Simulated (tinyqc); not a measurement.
Landau levels of a non-parabolic (Kane) conduction band at kz = 0: one step. Fields of the Hall plateaus.

In a field B along z: l = 1/sqrt((e/hbar) B) is the magnetic length, n_B = B/(h/e) the number of states per area in one level, hbar wc = 2 muB B/m for mass m in m0; 1/angstrom^2 = 1e16/cm^2.

Constants: h/e = 413566.7697 T angstrom^2; e^2/h = 3.874045865e-05 S.

Values chosen for the exercise (out of a larger set: near those of InAs; not measured data): n = 10 x 1e11/cm^2 (electron sheet density).

Task: A plateau is centred where nu = n/n_B equals 1, 2, 3, 4, 5, 6; there rho_xy = h/(nu e^2).

Give: Plateaus.

Result:

Plateaus:
```
nu,B (T),1/B (1/T),rho_xy (kohm)
1,41.357,0.0242,25.8128
2,20.678,0.0484,12.9064
3,13.786,0.0725,8.6043
4,10.339,0.0967,6.4532
5,8.271,0.1209,5.1626
6,6.893,0.1451,4.3021
```

The order of the levels can change with B, but these counts hold wherever the levels are resolved.

Run: tinyqc, `OMP_NUM_THREADS=1 python tinyqc.py 1252523 1252524 out.jsonl`; Intel(R) Xeon(R) Processor @ 2.30GHz, one thread, shared host; about 0.06 s of CPU time with all checks.
